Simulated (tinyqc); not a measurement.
Rapid thermal processing of a wafer: radiative balance, ramp and cooling, pattern effects, pyrometer error and spike budget: one step, computed by the program tinyqc.

The wafer is opaque and uniform through its thickness unless said otherwise; temperatures in formulas are in kelvin (C + 273.15). sigma = 5.670374419e-12 W/(cm^2 K^4).

Question. Pattern effect. At steady state a sinusoidal change of absorbed power of relative amplitude a and period p gives the temperature amplitude a q/(dq/dT + k d (2 pi/p)^2); healing length l = sqrt(k d/(dq/dT)); process change = E_a dT/(k_B T^2). Emissivity is taken as unchanged.

Inputs (values chosen for the exercise, modelled on a hot silicon wafer):
```
quantity                                        value        unit
wafer thickness d                                 525  micrometre
thermal conductivity k                           0.29    W/(cm K)
wall temperature T_w                              700           K
process temperature                              1070           C
relative change of absorptivity over a pattern     12           %
period of the pattern                             3.3          mm
activation energy of the process E_a              2.7          eV
```

dq/dT = 59.12706 mW/(cm^2 K)

holding power q = 19.91726 W/cm^2

Constants: k_B = 8.617333262e-05 eV/K.

Give: healing length l; amplitude without lateral conduction; amplitude; change of the process rate.

Answer.

healing length l = 5.0744 mm

amplitude without lateral conduction = 40.423 K

amplitude = 0.42844 K

change of the process rate = 0.74411 %

Lateral conduction cuts the amplitude to 1.1 %, since p/(2 pi l) = 0.10.
